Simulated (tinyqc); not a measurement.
From results back to parameters: five-level k.p model folded onto the conduction band. Two cases, with inputs chosen for the exercise.

Problem. The levels are known; the mass and the g factor at E = Eg are given. Find Ep and Ep2.

Second-order sums for the lowest conduction level at E: 1/m = 1 + Cm + (Ep/3)(2/E + 1/(E + Dso)) - (Ep2/3)(2/(E7 + D2 - E) + 1/(E7 - E)); g/2 = 1 + Cg - (Ep/3)(1/E - 1/(E + Dso)) - (Ep2/3)(1/(E7 - E) - 1/(E7 + D2 - E)). E is counted from the top of the valence band; E = Eg at the edge.

Find: coefficients of (Ep, Ep2); right-hand sides 1/m - 1 - Cm and 1 + Cg - g/2; Ep, Ep2.

Method. Both sums are linear in Ep and Ep2, so two equations fix them.

Case 1.

Values chosen (near those of ZnSe; shifted at random, so the results belong to these values and not to a real crystal):
- Eg = 2.794 eV (gap at Gamma to the s-like level)
- Dso = 0.404 eV (spin-orbit splitting)
- E7 = 7.34 eV (upper Gamma7 conduction level, from the valence top)
- D2 = 0.1 eV (its spin-orbit splitting, Gamma8 above Gamma7)
- Cm = -2.6 (remote term in 1/m)
- Cg = -0.02 (remote term in g/2)

m = 0.16305331 m0
g = 1.222335

Solution.

coefficients of (Ep, Ep2) (1/eV):
```
,1,2
1,0.34284,-0.21682
2,0.01507,0.00158
```

right-hand sides 1/m - 1 - Cm and 1 + Cg - g/2: 7.7330  0.3688

Ep, Ep2 (eV): 24.20  2.60

Case 2.

Values chosen (near those of InAs; shifted at random, so the results belong to these values and not to a real crystal):
- Eg = 0.406 eV (gap at Gamma to the s-like level)
- Dso = 0.369 eV (spin-orbit splitting)
- E7 = 4.32 eV (upper Gamma7 conduction level, from the valence top)
- D2 = 0.15 eV (its spin-orbit splitting, Gamma8 above Gamma7)
- Cm = -2 (remote term in 1/m)
- Cg = -0.02 (remote term in g/2)

m = 0.02231319 m0
g = -15.818143

Solution.

coefficients of (Ep, Ep2) (1/eV):
```
,1,2
1,2.07214,-0.24921
2,0.39091,0.00314
```

right-hand sides 1/m - 1 - Cm and 1 + Cg - g/2: 45.8165  8.8891

Ep, Ep2 (eV): 22.70  4.90

Computed by tinyqc, one run a case: `OMP_NUM_THREADS=1 python tinyqc.py N N+1 out.jsonl` with N = 1080473, 1080495; one thread of a shared Intel(R) Xeon(R) Processor @ 2.30GHz, about 0.01 s a run at most.
